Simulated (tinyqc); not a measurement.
Worked calculation: two-dimensional electron gas with Rashba and Dresselhaus coupling. Values are carried at full precision from step to step, so a last printed digit may differ when a step is redone from the rounded ones.

H = c k^2/m + al (ky sx - kx sy) + b1 (kx sx - ky sy) + gam kx ky (kx sy - ky sx), s the Pauli matrices, x = [100], c = hbar^2/2m0, b1 = gam (pi/L)^2 (hard walls). H = c k^2/m + B.s, so E = c k^2/m -/+ |B| and the lower state has its spin along -B.

Constants: hbar^2/2m0 = 3.80998211 eV angstrom^2; hbar = 6.58211957e-16 eV s.

Parameters, chosen for this exercise (of the size met in GaAs; not measured data):
- m = 0.0631 m0 (mass)
- al = 0.011 eV angstrom (Rashba constant)
- gam = 12.8 eV angstrom^3 (bulk Dresselhaus constant)
- L = 236 angstrom (width of the (001) well)
- n = 7.2 1e11/cm^2 (sheet density (one subband filled))
- phi = 75 degrees (angle of k from [100])

## Scales

b1; mean Fermi wave vector k0 = sqrt(2 pi n) (1e11/cm^2 = 1e-5/angstrom^2); E0 = c k0^2/m; b3 = gam k0^2/4; kR = al m/(2c) and ER = al kR/2, the shift and depth of a pure Rashba band.

b1 = 0.002268 eV angstrom
k0 = 0.02127 1/angstrom
E0 = 27.315 meV
b3 = 0.001448 eV angstrom
kR = 9.109e-05 1/angstrom
ER = 0.0005010 meV

The ratio al/(b1 - b3) is 13.41; kR is 0.4 % of k0.

## Spin-orbit field at one point of the Fermi circle

k = k0 (cos phi, sin phi). Form B, the splitting 2|B| and the direction of the lower spin, atan2(-By, -Bx).

Bx, By (meV): 0.2087  -0.0992

splitting = 0.4622 meV
direction of the lower spin = 154.6 degrees

## The matrix

H = [[E0, Bx - i By], [Bx + i By, E0]] in meV; diagonalise. Precession period h/(2|B|) = 2 pi hbar/(splitting).

H (meV):
```
                  up            down
up           27.3153  0.2087+0.0992i
down  0.2087-0.0992i         27.3153
```

levels (meV): 27.0842  27.5464

period = 8.95 ps

## The two wave vectors at the energy E0 along this direction

Solve c k^2/m -/+ |B(k)| = E0. The spin turns by (k_outer - k_inner) per length, so a half turn takes pi/(difference).

k (1/angstrom): outer 0.021360, inner 0.021180

difference = 0.0001800 1/angstrom
length of a half turn = 1746 nm

For linear terms alone the difference is (m/c)|B|/k, whatever the energy: every electron along this direction turns alike, the basis of the spin transistor. The cubic term makes it depend on density.

## Checks

- Difference of the Fermi wave vectors without Dresselhaus terms against al m/c: both 0.00018218.

Run: tinyqc, `OMP_NUM_THREADS=1 python tinyqc.py 1482339 1482340 out.jsonl`; Intel(R) Xeon(R) Processor @ 2.30GHz, one thread, shared host; about 0.01 s of CPU time with all checks.
